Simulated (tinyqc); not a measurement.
From junction depth x_j back to background doping C_B: two-step dopant diffusion (predeposition and drive-in) with a constant diffusivity. Computed by tinyqc, a small Python program. Command: `OMP_NUM_THREADS=1 python tinyqc.py 3020288 3020289 out.jsonl dopdiff inv`. One thread of a shared host (Intel(R) Xeon(R) Processor @ 2.30GHz), about 0.06 s of CPU time with the checks.

Fick diffusion into a half space x > 0 whose background doping C_B is of the opposite type, so that a junction lies where C = C_B.

Inputs (values chosen for the exercise, modelled on phosphorus in silicon):
```
quantity                        value    unit
prefactor D0                     4.12  cm^2/s
activation energy E              3.66      eV
surface concentration C_s     2.2e+19  1/cm^3
predeposition temperature T1     1000       C
predeposition time t1              15     min
drive-in temperature T2          1075       C
drive-in time t2                  240     min
ramp rate                          20   C/min
stand-by temperature              700       C
```

Furnace ramps of the drive-in: linear ramps.

Constants: k_B = 8.617333262e-05 eV/K.

Method:
- D = D0 exp(-E/(k_B T)).
- Temperatures in kelvin are T(C) + 273.15.
- Times in seconds are 60 times the minutes.
- One ramp between the stand-by temperature and T2 adds int D dT / rate (40-point Gauss-Legendre); the usual estimate counts it as an extra time k_B T2^2/(E rate) at T2. (Dt)2 = D2 t2 + two ramps, times in seconds.
- C = C_s erfc(x/(2 sqrt(D1 t1))); dose Q = 2 C_s sqrt(D1 t1/pi); the junction solves erfc(z) = C_B/C_s with x_j = 2 z sqrt(D1 t1).
- With a sealed surface and a thin source, C = Q/sqrt(pi (Dt)2) exp(-x^2/(4 (Dt)2)); x_j = 2 sqrt((Dt)2 ln(C(0)/C_B)); gradient at the junction |dC/dx| = C_B x_j/(2 (Dt)2).

Question. A run gave the result below. Find the background doping C_B, known to lie between 7.2e+16 and 1.2e+17 1/cm^3.

junction depth x_j = 1.152035 um

Answer.

Each step takes the trial c = (a f_b - b f_a)/(f_b - f_a), f being the result less the target and a, b, c the logarithms of the listed values; c replaces end b, the old b replaces a if the sign of f changed, and otherwise f_a is halved.

Scan of the range:
```
background doping C_B (1/cm^3)  junction depth x_j (um)
7.20e+16                                        1.21609
7.84e+16                                        1.19839
8.54e+16                                        1.18036
9.30e+16                                        1.16210
1.01e+17                                        1.14415
1.10e+17                                        1.12528
1.20e+17                                        1.10572
```

False position (Illinois rule, in the logarithm of the input) inside the bracket:
```
step        end a        end b        trial  junction depth x_j (um)
1     9.30000e+16  1.01000e+17  9.74048e+16                  1.15207
2     1.01000e+17  9.74048e+16  9.74201e+16                  1.15204
3     1.01000e+17  9.74201e+16  9.74202e+16                  1.15203
4     9.74201e+16  9.74202e+16  9.74202e+16                  1.15203
```

Junction depth x_j falls at every point of a 13-point scan of the range (every second point is shown), so one value fits; it is bracketed by 9.30e16 and 1.01e17. Answer: background doping C_B = 9.742e16 1/cm^3.

Caution: C_s exceeds the intrinsic carrier density of silicon at the predeposition temperature (2e18 to 1e19 per cm^3), where real diffusivities rise with concentration and profiles turn box-like.
